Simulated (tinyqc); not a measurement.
Phonon transmission through an interface between two chains by Green functions: one step, computed by the program tinyqc.

Two semi-infinite chains (masses m_1, m_2; springs k_1, k_2), motion along the chain. The central region holds the end atom of each chain and one interlayer atom of mass m_b, joined by springs k_b. lambda = omega^2 in eV/(angstrom^2 u); nu = 15.6333042 THz x sqrt(lambda).

Question. Self-energies and the matrix at the probe frequency. In chain i, sin(q_i a/2) = nu/nu_max,i. An outgoing wave makes the next atom move as exp(i q_i a) times the end atom, so the lead adds the self-energy Sigma_i = -k_i exp(i q_i a) to the force-constant matrix; Gamma_i = -2 Im Sigma_i = 2 k_i sin(q_i a). A = lambda M - K - Sigma over the central atoms, with K_ii the sum of the springs at i, K_(i,i+1) = -k_b; G = inverse of A; transmission = Gamma_1 Gamma_2 |G_(first,last)|^2.

Inputs (values chosen for the exercise, for two model chains): mass m_1 = 16.2 u; spring k_1 = 4.19 eV/angstrom^2; mass m_2 = 31.4 u; spring k_2 = 2.57 eV/angstrom^2; junction spring k_b = 1.6 eV/angstrom^2; interlayer mass m_b = 11.3 u.

Atoms in the interlayer: one.

probe frequency = 2.862414 THz

band top of chain 1 = 15.90121 THz

band top of chain 2 = 8.945045 THz

Constants: nu for 1 eV/(angstrom^2 u) = 15.6333042 THz.

Give: q_1 a; q_2 a; Gamma_1; Gamma_2; A (complex symmetric).

Answer.

q_1 a = 0.36200 rad

q_2 a = 0.65146 rad

Gamma_1 = 2.9677 eV/angstrom^2

Gamma_2 = 3.1166 eV/angstrom^2

A (complex symmetric) (eV/angstrom^2), rows end of 1, layer 1, end of 2:
```
[[-1.3285+1.4839i, 1.6000, 0.0000],
 [1.6000, -2.8212, 1.6000],
 [0.0000, 1.6000, -1.0737+1.5583i]]
```
